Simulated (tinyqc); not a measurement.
Changing the roughness of the surface sigma_1: X-ray reflectivity of a thin film on silicon: critical angles, Parratt recursion, fringes and roughness. Computed by tinyqc, a small Python program. Command: `OMP_NUM_THREADS=1 python tinyqc.py 3121051 3121052 out.jsonl xrr sweep`. One thread of a shared host (Intel(R) Xeon(R) Processor @ 2.30GHz), about 0.01 s of CPU time with the checks.

n = 1 - delta + i beta; the classical electron radius is r_e = 2.8179403e-6 nm. Layer 0 is vacuum, 1 the film, 2 the substrate.

Inputs (values chosen for the exercise, modelled on a porous low-k film on silicon, copper K-alpha radiation): wavelength lambda = 0.15406 nm; film density rho = 1.34 g/cm^3; effective electrons per unit mass, film = 0.523 mol/g; beta/delta, film = 0.0091; film thickness d = 6.05 nm; roughness of the interface sigma_2 = 0.28 nm; substrate density = 2.33 g/cm^3; effective electrons per unit mass, substrate = 0.507 mol/g; beta/delta, substrate = 0.023; grazing angle theta = 1.58 degrees.

Constants: N_A = 6.02214076e+23 1/mol.

Method:
- delta = r_e lambda^2 rho_e/(2 pi), rho_e = density x electrons per mass x N_A; critical angle sqrt(2 delta), q_c = 4 sqrt(pi r_e rho_e).
- k_j = (2 pi/lambda) sqrt(sin^2 theta - 2 delta_j + 2 i beta_j); r_ij = (k_i - k_j)/(k_i + k_j) x exp(-2 k_i k_j sigma^2) (Nevot-Croce); r = (r_01 + r_12 p)/(1 + r_01 r_12 p), p = exp(2 i k_1 d); R = |r|^2.
- Far above the critical angle the period is d theta = lambda/(2 d), or 2 pi/d in q; the envelope runs between (|r_01| - |r_12 p|)^2 and (|r_01| + |r_12 p|)^2; contrast = 2 a b/(a^2 + b^2) with a = |r_01|, b = |r_12 p|; roughness factors on the amplitudes are about exp(-q^2 sigma^2/2).

One run for each value:
```
roughness of the surface sigma_1 (nm)  contrast  roughness factor, surface  reflectivity R
0.0                                      0.8603                  1.000e+00       1.776e-05
0.2                                      0.9021                  9.038e-01       1.557e-05
0.4                                      0.9873                  6.672e-01       1.087e-05
0.6                                      0.9440                  4.023e-01       6.765e-06
0.8                                      0.6251                  1.982e-01       4.435e-06
1.0                                      0.2784                  7.973e-02       3.417e-06
1.2                                      0.0938                  2.620e-02       3.038e-06
1.4                                      0.0254                  7.034e-03       2.913e-06
1.6                                      0.0056                  1.542e-03       2.879e-06
```

What does the table show, and why?

Over the rows, contrast goes from 0.860 through a maximum among these rows, 0.987 at 0.400, to 0.00562; roughness factor, surface falls from 1.00 to 0.00154; reflectivity R falls from 1.78e-5 to 2.88e-6. The contrast is largest at sigma_1 = 0.4 nm among these rows, where the two amplitudes are most nearly equal.

Extremes, crossings and ranges named in words are read from the listed rows.
